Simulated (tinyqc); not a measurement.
## Voltage drop against the pad pitch

A grid of 25 by 25 nodes with segments Rx (rows) and Ry (columns); every node draws I1 and the central node kh I1; pads with resistance Rp sit at the nodes whose row and column are multiples of the pitch, counting from 0. The drops u = Vdd - V follow from G u = i, with G the conductance matrix and i the load currents, solved directly.

Parameters, values chosen for the exercise: supply voltage Vdd = 0.9 V; resistance of a horizontal segment Rx = 0.61 ohm; resistance of a vertical segment Ry = 0.11 ohm; resistance from a pad node to the supply Rp = 0.14 ohm; factor on the load at the hot node kh = 3; load current of a node in the large grid I1 = 1.8 mA.

Result of one run:
```
pads,worst drop (mV),mean drop (mV),largest drop at a pad (mV),largest pad current (mA),worst drop over Vdd (%)
169,1.7045,1.2948,1.2141,8.6725,0.18939
```

Which pad pitch gave this result: 2, 6, 12 or 24 nodes?

pitch = 2 nodes.

The whole series:
```
pitch (nodes),pads,worst drop (mV),mean drop (mV),largest drop at a pad (mV),largest pad current (mA),worst drop over Vdd (%)
1,625,0.41886,0.25281,0.41886,2.9919,0.046541
2,169,1.7045,1.2948,1.2141,8.6725,0.18939
3,81,3.7540,3.0331,2.4664,17.617,0.41711
4,49,6.8878,5.4496,4.1379,29.556,0.76531
6,25,15.249,12.191,8.5241,60.887,1.6944
8,16,27.134,21.267,13.329,95.208,3.0149
12,9,52.962,45.098,26.844,191.75,5.8847
24,4,181.36,152.12,39.501,282.15,20.151
```

The worst drop goes from 0.419 to 181 mV while the number of pads falls from 625 to 4; between the last two rows it goes as pitch^(1.78). The largest drop at a pad is 100 % of the worst drop in the first row and 21.8 % in the last; the rest falls along the wires. For pitch = 24 the drop exceeds 15 % of the supply, where loads no longer draw a fixed current.

Numbers from tinyqc (`OMP_NUM_THREADS=1 python tinyqc.py 2770106 2770107 out.jsonl`; about 0.2 s on one thread of a shared Intel Xeon 2.30GHz).
